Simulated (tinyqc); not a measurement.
Quasiparticle equation with a plasmon-pole self-energy for two band edges, step by step. Values are carried at full precision from step to step, so a last printed digit may differ when a step is redone from the rounded ones.

For each edge E = e + X + Sc(E), with the correlation part Sc(E) = A[0]/(E - a + w) + A[1]/(E - b - w); a and b are the valence and conduction energies that enter the Green function (a = ev, b = ec in the one-shot scheme). Z = 1/(1 - dSc/dE), dSc/dE = -A[0]/(E - a + w)^2 - A[1]/(E - b - w)^2.

Inputs chosen for the exercise (scales of the order of those of SiO2; shifted at random, so the results belong to these values and not to a real crystal):

| symbol | value | unit | meaning |
|---|---|---|---|
| ev | 0 | eV | mean-field valence top |
| ec | 5.33 | eV | mean-field conduction edge |
| w | 19.4 | eV | pole energy |
| Av | (59.5, 21.5) | eV^2 | weights of the valence state on the hole and electron poles |
| Ac | (29.7, 55.4) | eV^2 | the same for the conduction state |
| Xv | -4.65 | eV | exchange minus the mean-field potential, valence |
| Xc | 3.1 | eV | the same, conduction |

## Linearised one-shot correction

Evaluate Sc and its slope at the mean-field energy; E = e + Z (X + Sc).

Terms:

| edge | Sc (eV) | dSc/dE | Z | X + Sc (eV) | E (eV) |
|---|---|---|---|---|---|
| valence | 2.1976 | -0.1932 | 0.8380 | -2.4524 | -2.0552 |
| conduction | -1.6547 | -0.1958 | 0.8363 | 1.4453 | 6.5387 |

gap = 8.5939 eV
gap with Z = 1 = 9.2277 eV

The gap opens by 3.264 eV, 63 % of it by lowering the valence top. Setting Z = 1 would overshoot by 0.634 eV.

## Solving the equation for the conduction edge

Newton steps on f(E) = E - ec - Xc - Sc(E) from E = ec; the first step is the linearised result.

Iterates:

| step | E (eV) | Sc (eV) | f (eV) |
|---|---|---|---|
| 0 | 5.33000 | -1.65470 | -1.445300 |
| 1 | 6.53868 | -1.90040 | 0.009086 |
| 2 | 6.53119 | -1.89882 | 0.000000 |
| 3 | 6.53118 | -1.89882 | 0.000000 |

The linearisation errs by +7.5 meV, as the shift is only 0.062 of the pole energy.

## All solutions for the valence state

Multiplying out gives a cubic; give its three roots and their weights Z.

roots (eV): -22.768  -2.028  25.477

weights: 0.1599  0.8149  0.0252

The weights add up to 1. The satellite below lies 20.74 eV from the main peak, 7 % more than w: this scheme places plasmon satellites too far out, and gives one where a cumulant form gives a series.

## Updating the energies in the Green function

Solve both equations exactly, put the results in place of a and b, and repeat five times; w is kept.

Cycles (eV):

| cycle | Ev | Ec | gap |
|---|---|---|---|
| 1 | -2.0284 | 6.5312 | 8.5595 |
| 2 | -2.3008 | 6.6201 | 8.9209 |
| 3 | -2.3357 | 6.6226 | 8.9583 |
| 4 | -2.3403 | 6.6218 | 8.9621 |
| 5 | -2.3409 | 6.6215 | 8.9625 |

The update moves the gap by +403 meV from the one-shot value; each cycle shrinks the change to about 0.10 of the one before.

## Checks

- Sum of the weights of the three roots: both 1.000000.
- Newton result against the root by bisection (eV): both 6.53118.

Program tinyqc; command `OMP_NUM_THREADS=1 python tinyqc.py 1850239 1850240 out.jsonl`; about 0.02 s on one thread of a shared Intel(R) Xeon(R) Processor @ 2.30GHz.
